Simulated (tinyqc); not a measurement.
Worked calculation: cyclotron resonance of ellipsoidal valleys, Ge type. Values are carried at full precision from step to step, so a last printed digit may differ when a step is redone from the rounded ones.

Valleys along [111], [-111], [1-11], [11-1], mass ml along the axis and mt across it. B lies in the (1-10) plane, b = (sin(theta)/sqrt2, sin(theta)/sqrt2, cos(theta)). For the angle phi between B and the axis, 1/mc^2 = cos^2(phi)/mt^2 + sin^2(phi)/(mt ml). Resonance: h nu = 2 muB B/mc, h = 2 pi hbar.

Constants: hbar = 6.58211957e-16 eV s; muB = 5.788381798e-05 eV/T.

Values chosen for the exercise (near those of Ge; the results hold for these values, not for the real material):

| symbol | value | unit | meaning |
|---|---|---|---|
| theta | 49 | degrees | angle of B from [001] towards [110] |
| ml | 1.565 | m0 | longitudinal mass |
| mt | 0.082 | m0 | transverse mass |
| nu | 24 | GHz | microwave frequency |
| tau | 27 | ps | scattering time |

## Angles to the valley axes

Give b and cos^2(phi) for each axis.

b: 0.5337  0.5337  0.6561

cos^2(phi): [111] 0.9900, [-111] 0.1435, [1-11] 0.1435, [11-1] 0.0564

## Cyclotron masses and resonance fields

For each axis, mc and B = h nu mc/(2 muB).

Resonances:

| axis | mc (m0) | B (T) |
|---|---|---|
| [111] | 0.0824 | 0.0706 |
| [-111] | 0.1889 | 0.1620 |
| [1-11] | 0.1889 | 0.1620 |
| [11-1] | 0.2521 | 0.2161 |

3 distinct masses appear; the limits are mt = 0.082 (B along the axis) and sqrt(ml mt) = 0.3582 (B across it).

## The same from the mass tensor

For the valley along [11-1]: M = mt 1 + (ml - mt) a a^T, and mc^2 = det M/(b M b).

M (m0), lower triangle:
```
         x        y       z
x   0.5763
y   0.4943   0.5763
z  -0.4943  -0.4943  0.5763
```

det M = 0.010523
b M b = 0.1656
mc = 0.2521 m0

## Line shape

For linear polarisation and one isotropic mass the absorbed power goes as P = [1 + (w^2 + wc^2) tau^2]/([1 + (wc^2 - w^2) tau^2]^2 + 4 w^2 tau^2), w = 2 pi nu. List it for wc/w = 0, 0.5, 0.8, 0.9, 1, 1.1, 1.2, 1.5 and 2, which is B over the resonance field.

w tau = 4.072

Power:

| wc/w | P |
|---|---|
| 0.0 | 0.05689 |
| 0.5 | 0.1103 |
| 0.8 | 0.3098 |
| 0.9 | 0.4371 |
| 1.0 | 0.5074 |
| 1.1 | 0.4356 |
| 1.2 | 0.3068 |
| 1.5 | 0.1020 |
| 2.0 | 0.03178 |

The largest listed value lies at wc/w = 1.0, 8.9 times the zero-field value. With w tau well above 1 the line is sharp, of relative half width about 1/(w tau). The closest two lines of this crystal are 33.4 % apart, so they are resolved.

## Checks

- Rotation frequency of dv/dt = -M^-1 (v x b) for the valley along [11-1], in units of e B/m0, against 1/mc: both 3.9671.

tinyqc: `OMP_NUM_THREADS=1 python tinyqc.py 1251915 1251916 out.jsonl`; about 0.01 s, one thread, shared Intel(R) Xeon(R) Processor @ 2.30GHz.
